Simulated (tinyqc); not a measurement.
Double-gate transistor below threshold, two-dimensional Poisson equation on a small mesh: one step of the calculation.

Half of a symmetric double-gate structure: row 0 is the mid-plane of the body, where the normal field vanishes. Mobile charge is neglected (subthreshold), the body is fully depleted, and potentials are counted from the intrinsic level; rows run upward to the gate, columns from source to drain.

Task. Barrier, swing and barrier lowering. The barrier is read along row 0, the path farthest from the gate. Take the node j of lowest psi: barrier Vbi - psi_j; swing Vt ln 10/(d psi_j/dVg); DIBL = (d psi_j/dVd)/(d psi_j/dVg). The derivatives solve the same equations with s = 0 and a unit change of that voltage.

Inputs (values chosen for the exercise): temperature T = 325 K; potential of the source Vbi = 0.49 V.

Constants: q = 1.602176634e-19 C, kB = 1.380649e-23 J/K, Vt = kB T/q. Results are converted to the units shown.

converged psi (V):
```
              j=0         j=1         j=2         j=3         j=4
row 0   0.4900000   0.1603533   0.1376298   0.4407523   1.4900000
row 1   0.4900000   0.0668705   0.0383835   0.2134971   1.4900000
row 2  -0.0200000  -0.0200000  -0.0200000  -0.0200000  -0.0200000
```

d psi/dVg on row 0: j=0 0.00000000, j=1 0.68262097, j=2 0.84393086, j=3 0.68262097, j=4 0.00000000
d psi/dVd on row 0: j=0 0.0000000, j=1 0.0184900, j=2 0.0780346, j=3 0.2988890, j=4 1.0000000

Wanted: j; barrier; swing; DIBL.

Result.

j = 2
barrier = 0.35237 V
swing = 76.413 mV/decade
DIBL = 92.466 mV/V

Program tinyqc, `OMP_NUM_THREADS=1 python tinyqc.py 2480055 2480056 out.jsonl`; Intel Xeon 2.30GHz, shared host, one thread, about 0.09 s.
